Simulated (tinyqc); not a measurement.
# Read current of a NAND string, cells in series solved by shooting: what changes with what

Cells in series, numbered from 0 at the source line (0 V) to the bit line, each followed by a gap resistance Rg. A cell with gate Vg, threshold VT, source Vs and drain Vd passes I = 2 nf K Vt^2 [F(Vs) - F(Vd)]/(1 + th max(Vg - VT, 0)), F(V) = ln^2(1 + exp((Vg - VT - nf V)/(2 nf Vt))). The selected cell has Vg = Vr, the others Vg = Vp.

Parameters, values chosen for the exercise; values of the order met in vertical NAND strings: temperature T = 300 K; gain factor of a cell K = 12 uA/V^2; slope factor nf = 1.3; mobility reduction factor th = 0.17 1/V; resistance of the gap between cells Rg = 6.5 kohm; bit-line voltage Vbl = 0.3 V; pass voltage Vp = 7.3 V; threshold of an erased cell Ve = -1 V; threshold of the highest state Vh = 3 V; threshold of the selected cell Vx = 0.5 V; sensing current Is = 20 nA; read voltage on the selected word line Vr = 1.62 V.

Constants: q = 1.602176634e-19 C, kB = 1.380649e-23 J/K, Vt = kB T/q. Results are converted to the units shown.

Each table varies one quantity; the others keep the values above.

## Read current against the number of cells

For a trial current I start at 0 V and, cell by cell, solve for the drain: sqrt(F(Vd)) = sqrt(F(Vs) - I/k), k = 2 nf K Vt^2/(1 + th max(Vg - VT, 0)), Vd = [Vg - VT - 2 nf Vt ln(exp(sqrt F) - 1)]/nf, then add I Rg. The string current is the I for which the last node reaches Vbl. The apparent threshold is the Vr at which I = Is. Background: all other cells erased (VT = Ve) or all in the highest state (VT = Vh); ratio and shift are high over erased and high minus erased. The selected cell is in the middle, cell n/2.

Read current against the number of cells:

| n | I, others erased (uA) | I, others high (uA) | ratio | apparent VT, erased (V) | apparent VT, high (V) | background shift (mV) |
|---|---|---|---|---|---|---|
| 8 | 0.8982 | 0.7385 | 0.8222 | 0.5377 | 0.5387 | 0.9813 |
| 16 | 0.5140 | 0.4061 | 0.7902 | 0.5409 | 0.5429 | 1.965 |
| 32 | 0.2768 | 0.2136 | 0.7717 | 0.5474 | 0.5513 | 3.940 |
| 64 | 0.1439 | 0.1096 | 0.7618 | 0.5603 | 0.5682 | 7.923 |
| 96 | 0.09721 | 0.07372 | 0.7584 | 0.5732 | 0.5852 | 11.95 |
| 128 | 0.07340 | 0.05553 | 0.7566 | 0.5862 | 0.6022 | 16.05 |
| 192 | 0.04926 | 0.03719 | 0.7549 | 0.6122 | 0.6370 | 24.71 |

What does the comparison show?

With erased neighbours the current falls from 0.898 to 0.0493 uA, as n^(-0.81) between the first two rows and n^(-0.98) between the last two (-1 once the series resistance rules). The ratio falls from 0.822 to 0.755 and the background shift rises from 0.981 to 24.7 mV.

## Effect of the pass voltage

Same model as above.

The string has 64 cells and the selected one is cell 32.

Effect of the pass voltage:

| Vp (V) | I, others erased (uA) | I, others high (uA) | ratio | apparent VT, erased (V) | apparent VT, high (V) | background shift (mV) |
|---|---|---|---|---|---|---|
| 3.6 | 0.1133 | 0.02014 | 0.1777 | 0.5671 | 1.129 | 562.2 |
| 4.1 | 0.1190 | 0.04046 | 0.3401 | 0.5656 | 0.6188 | 53.16 |
| 4.6 | 0.1240 | 0.05684 | 0.4584 | 0.5644 | 0.5967 | 32.32 |
| 5.1 | 0.1285 | 0.07037 | 0.5475 | 0.5634 | 0.5857 | 22.37 |
| 5.6 | 0.1326 | 0.08172 | 0.6163 | 0.5625 | 0.5791 | 16.61 |
| 6.1 | 0.1363 | 0.09139 | 0.6705 | 0.5617 | 0.5746 | 12.90 |
| 6.6 | 0.1397 | 0.09971 | 0.7140 | 0.5611 | 0.5714 | 10.36 |
| 7.1 | 0.1427 | 0.1070 | 0.7494 | 0.5605 | 0.5690 | 8.519 |

What does the table show?

As Vp goes from 3.6 to 7.1 V, the current with erased neighbours rises from 0.113 to 0.143 uA, that with high neighbours rises from 0.0201 to 0.107 uA and the ratio rises from 0.178 to 0.749. The background shift falls from 562 to 8.52 mV. A higher pass voltage also disturbs erased cells more, which this model leaves out.

tinyqc, about 0.5 s, one thread, Intel Xeon 2.30GHz (shared host): `OMP_NUM_THREADS=1 python tinyqc.py 2142260 2142261 out.jsonl`
